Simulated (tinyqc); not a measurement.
What moves the results: defect-molecule model of a vacancy with Jahn-Teller distortion. A value that a table varies takes the place of the one given here.

Four dangling hybrids a, b, c, d point into the vacancy: H_ii = E0, and -gm between any two. A tetragonal distortion Q pairs a with b and c with d: those two couplings become -gm - I Q and the other four -gm + I Q/2, at an elastic cost k Q^2/2. The a1 level holds two electrons; charge states 2+, + and 0 put n = 0, 1, 2 more into the lowest level of t2 origin. Energy from the 2+ state at Q = 0, with the Fermi level mu counted from Ev: W_n(Q) = n (et - 2 I Q) + k Q^2/2 + Uc n (n - 1)/2 - n mu. et = E0 + gm is the undistorted t2 level.

Constants: kB = 8.617333262e-05 eV/K.

Inputs chosen for the exercise (of the size used for the vacancy in silicon; not measured data): E0 = 0.02 eV (level of a dangling hybrid, from Ev); gm = 0.33 eV (coupling between two dangling hybrids); I = 1.02 eV/angstrom (Jahn-Teller coupling); k = 18.2 eV/angstrom^2 (force constant of the mode); Uc = 0.1 eV (repulsion of two electrons in one orbital); T = 300 K (temperature); mu1 = 0.05 eV (first Fermi level).

## Occupation against the Fermi level

Weights g_n exp(-W_n/kT) with W_n = n et - n^2 E_JT + Uc n (n - 1)/2 - n mu, E_JT = 2 I^2/k, degeneracies 1, 6 (spin and three axes) and 3; mu = mu1 + 0.03 j eV.

Shares:

| mu (eV) | 2+ | + | 0 | mean charge |
|---|---|---|---|---|
| 0.05 | 0.9952 | 0.0045 | 0.0003 | 1.9950 |
| 0.08 | 0.9832 | 0.0143 | 0.0025 | 1.9807 |
| 0.11 | 0.9324 | 0.0433 | 0.0243 | 1.9081 |
| 0.14 | 0.7073 | 0.1049 | 0.1878 | 1.5195 |
| 0.17 | 0.2394 | 0.1132 | 0.6474 | 0.5920 |
| 0.20 | 0.0333 | 0.0502 | 0.9165 | 0.1168 |
| 0.23 | 0.0035 | 0.0168 | 0.9797 | 0.0238 |
| 0.26 | 0.0003 | 0.0054 | 0.9943 | 0.0060 |
| 0.29 | 0.0000 | 0.0017 | 0.9983 | 0.0018 |

U_eff = Uc - 2 E_JT = -0.129 eV and kT = 25.9 meV. The + state reaches at most 11.3 % on these rows, at mu = 0.17 eV. The mean charge goes from 1.99 to 0.00.

## When U turns negative

The force constant is varied. E_JT = 2 I^2/k, E(2+/+) = et - E_JT, E(+/0) = et - 3 E_JT + Uc, U_eff = Uc - 2 E_JT.

Against k:

| k (eV/angstrom^2) | E_JT (eV) | (2+/+) (eV) | (+/0) (eV) | U_eff (eV) | Q of the neutral state (angstrom) |
|---|---|---|---|---|---|
| 8 | 0.2601 | 0.0899 | -0.3303 | -0.4202 | 0.5100 |
| 12 | 0.1734 | 0.1766 | -0.0702 | -0.2468 | 0.3400 |
| 16 | 0.1300 | 0.2200 | 0.0599 | -0.1601 | 0.2550 |
| 24 | 0.0867 | 0.2633 | 0.1899 | -0.0734 | 0.1700 |
| 32 | 0.0650 | 0.2850 | 0.2549 | -0.0301 | 0.1275 |
| 48 | 0.0433 | 0.3066 | 0.3200 | 0.0133 | 0.0850 |
| 64 | 0.0325 | 0.3175 | 0.3525 | 0.0350 | 0.0638 |
| 96 | 0.0217 | 0.3283 | 0.3850 | 0.0566 | 0.0425 |

k at which U_eff = 0 = 41.62 eV/angstrom^2

Levels below 0 lie in the valence band. U_eff is negative for k below 4 I^2/Uc = 41.6: 5 of the 8 rows. The gain grows as n^2, so the second electron wins 3 E_JT where the first wins E_JT. For a stiff lattice the levels tend to et = 0.350 and et + Uc = 0.450 eV. Distortions above about 0.5 angstrom (1 of the rows) are beyond a linear coupling.

## What each parameter does

E_JT = 2 I^2/k, E(2+/+) = et - E_JT, E(+/0) = et - 3 E_JT + Uc, U_eff = E(+/0) - E(2+/+); a1 level E0 - 3 gm. Each row changes one parameter from the base and keeps the others.

Results:

| case | (2+/+) (eV) | (+/0) (eV) | U_eff (eV) | a1 (eV) |
|---|---|---|---|---|
| base | 0.2357 | 0.1070 | -0.1287 | -0.9700 |
| E0 = 0.07 eV | 0.2857 | 0.1570 | -0.1287 | -0.9200 |
| gm = 0.37 eV | 0.2757 | 0.1470 | -0.1287 | -1.0900 |
| I = 1.122 eV/angstrom | 0.2117 | 0.0350 | -0.1767 | -0.9700 |
| k = 20.02 eV/angstrom^2 | 0.2461 | 0.1382 | -0.1079 | -0.9700 |
| Uc = 0.16 eV | 0.2357 | 0.1670 | -0.0687 | -0.9700 |

The largest shifts from the base row, up to three for each result and ties (the steps differ in size, so this ranks the rows, not the parameters). (2+/+) (eV): E0 +0.0500, gm +0.0400, I -0.0240; unchanged at the printed digits by Uc. (+/0) (eV): I -0.0720, Uc +0.0600, E0 +0.0500. U_eff (eV): Uc +0.0600, I -0.0480, k +0.0208; unchanged at the printed digits by E0 and gm. a1 (eV): gm -0.1200, E0 +0.0500; unchanged at the printed digits by I, k and Uc. E0 and gm move both levels alike, so U_eff depends on I, k and Uc alone.

Run: tinyqc, `OMP_NUM_THREADS=1 python tinyqc.py 1450523 1450524 out.jsonl`; Intel(R) Xeon(R) Processor @ 2.30GHz, one thread, shared host; about 0.01 s of CPU time with all checks.
